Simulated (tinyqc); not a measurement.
Avalanche multiplication and breakdown of a junction from ionisation integrals: one step, computed by the program tinyqc. Command: `OMP_NUM_THREADS=1 python tinyqc.py 3019276 3019277 out.jsonl impact walk`. One thread of a shared host (Intel(R) Xeon(R) Processor @ 2.30GHz), about 0.01 s of CPU time with the checks.

Ionisation coefficients follow the local field. Position x runs through the depletion layer from the p side (x = 0), where electrons enter, to the n side (x = w), where holes enter. The built-in voltage is neglected.

Problem. Multiplication and noise. M_n = 1/(1 - I_n), M_p = M_n exp(-Phi(w)); McIntyre excess noise for the carrier with the larger M, F_x = k M + (1 - k)(2 - 1/M), with k = (smaller M - 1)/(larger M - 1).

Junction: punch-through p+ n- n+.

Every 50th point:
```
x (micrometre)  F (MV/cm)  alpha_n (1/cm)  alpha_p (1/cm)       Phi  I_n up to x
0.000           0.2371102        3845.693    3.289368e+02  0.000000    0.0000000
2.125           0.2236356        2820.560    1.973735e+02  0.649787    0.5187810
4.250           0.2101609        1988.067    1.109227e+02  1.125320    0.7298466
6.375           0.1966862        1335.713    5.760507e+01  1.458003    0.8265402
8.500           0.1832115         846.427    2.716714e+01  1.678463    0.8744038
10.625          0.1697368         498.896    1.137108e+01  1.815207    0.8989429
12.750          0.1562621         268.433    4.095685e+00  1.893361    0.9114232
14.875          0.1427874         128.487    1.216609e+00  1.933656    0.9174454
17.000          0.1293128          52.747    2.806143e-01  1.951858    0.9200740
```

Give: M_n; M_p; effective k; excess noise factor.

Solution.

M_n = 12.51

M_p = 1.777

effective k = 0.06748

excess noise factor = 2.635

Injecting electrons gives the larger gain and, at equal gain, the lower noise.
